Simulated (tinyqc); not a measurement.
Inside a calculation. Method: plane-wave Kohn-Sham cycle with exchange-only LDA in a layered model solid. One step of it, computed by the program tinyqc.

Problem. Iteration 1: Hamiltonian at one k. H(m,m') = (k + G_m)^2/2 delta + V(G_m - G_m'), with V(-G) = V(G).

A solid whose potential varies along x alone (atomic units):
```
parameter,value
period a,12.600000
cross-section of the cell,35.000000
electrons per cell,2
grid points,16
"plane waves -n..n, n",2
k points,3
V1 in V1 cos(2 pi x/a),-0.140000
V2 in V2 cos(4 pi x/a),-0.130000
```

V(G_m), m = 0, 1, 2, ... (hartree): -0.163000  -0.070000  -0.065000  0.000000  0.000000

k = 0.000000 2 pi / a

Give: H.

Solution.

H (hartree):
```
,-2,-1,+0,+1,+2
-2,0.334,-0.070,-0.065,0.000,0.000
-1,-0.070,-0.039,-0.070,-0.065,0.000
+0,-0.065,-0.070,-0.163,-0.070,-0.065
+1,0.000,-0.065,-0.070,-0.039,-0.070
+2,0.000,0.000,-0.065,-0.070,0.334
```
